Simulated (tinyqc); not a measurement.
Joule-heated wire on a substrate, fin equation: one step of the calculation.

A wire of length L loses heat along itself to two contacts and sideways to the substrate: kap A theta'' - g theta + p = 0 with theta = T - T0 and p = p0. The ends are held at T0. Constant conductivity, diffusive heat flow.

Task. Temperature rise. Solve -c theta_(i-1) + d_i theta_i - c theta_(i+1) = b_i for nodes 1 to 11, with theta = 0 at nodes 0 and 12.

Parameters, values chosen for the exercise: temperature of substrate and contacts T0 = 300 K.

c = 0.138 uW/K

```
node	d (uW/K)	b (uW)
1	0.29983333	2.1666667
2	0.29983333	2.1666667
3	0.29983333	2.1666667
4	0.29983333	2.1666667
5	0.29983333	2.1666667
6	0.29983333	2.1666667
7	0.29983333	2.1666667
8	0.29983333	2.1666667
9	0.29983333	2.1666667
10	0.29983333	2.1666667
11	0.29983333	2.1666667
```

Give: theta.

Result.

theta, node 0 to 12 (K): 0.000  30.195  49.904  62.531  70.257  74.416  75.727  74.416  70.257  62.531  49.904  30.195  0.000

Program tinyqc, `OMP_NUM_THREADS=1 python tinyqc.py 2520052 2520053 out.jsonl`; Intel Xeon 2.30GHz, shared host, one thread, about 0.01 s.
